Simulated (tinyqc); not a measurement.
Chemical-mechanical planarisation: Preston law, pattern density and step-height reduction: one step, computed by the program tinyqc. Command: `OMP_NUM_THREADS=1 python tinyqc.py 3019257 3019258 out.jsonl cmp walk`. One thread of a shared host (Intel(R) Xeon(R) Processor @ 2.30GHz), about 0.02 s of CPU time with the checks.

A row of 12 cells, repeated periodically, holds raised features that cover a share rho of each cell.

Question. State at time t. While h > h_c only raised areas polish, at R0/rho_eff, until t_c = rho_eff (h0 - h_c)/R0. After that h = h_c exp(-(t - t_c)/tau), tau = rho_eff h_c/R0; low areas polish at R0 (1 - h/h_c) and raised areas at R0 [1 + (1 - rho_eff) h/(rho_eff h_c)]. Removed from raised areas after t_c: h0 - h_c + R0 (t - t_c) + (1 - rho_eff)(h_c - h); from low areas: R0 (t - t_c) - rho_eff (h_c - h). Film left = z0 less the removal from raised areas.

Inputs (values chosen for the exercise, close to those used for copper polishing):
```
quantity,value,unit
initial step height h0,180,nm
contact height h_c,40,nm
film above the raised areas z0,350,nm
polish time t,22,s
```

effective densities: [0.3643990, 0.3915086, 0.3899863, 0.4923246, 0.3647882, 0.2179150, 0.2359947, 0.2181196, 0.1468733, 0.1627748, 0.2916657, 0.3736503]

blanket rate R0 = 4.342938 nm/s

Give: Cells; range of film left across the row; largest remaining step; thinnest film left.

Answer.

Cells:
```
cell,rho_eff,t_c (s),step h (nm),"removed, raised (nm)","removed, low (nm)",film left on raised areas (nm)
1,0.3644,11.75,1.89,208.8,30.64,141.2
2,0.3915,12.62,2.97,203.3,26.24,146.7
3,0.3900,12.57,2.90,203.6,26.48,146.4
4,0.4923,15.87,10.35,181.7,12.02,168.3
5,0.3648,11.76,1.90,208.7,30.58,141.3
6,0.2179,7.02,0.02,236.3,56.32,113.7
7,0.2360,7.61,0.05,233.0,53.08,117.0
8,0.2181,7.03,0.02,236.3,56.29,113.7
9,0.1469,4.73,0.00,249.1,69.11,100.9
10,0.1628,5.25,0.00,246.2,66.25,103.8
11,0.2917,9.40,0.37,222.8,43.15,127.2
12,0.3737,12.05,2.22,206.9,29.12,143.1
```

range of film left across the row = 67.44 nm

largest remaining step = 10.35 nm

thinnest film left = 100.9 nm

12 of 12 cells have reached contact. The cell with the lowest rho_eff has lost the most film from its raised areas.
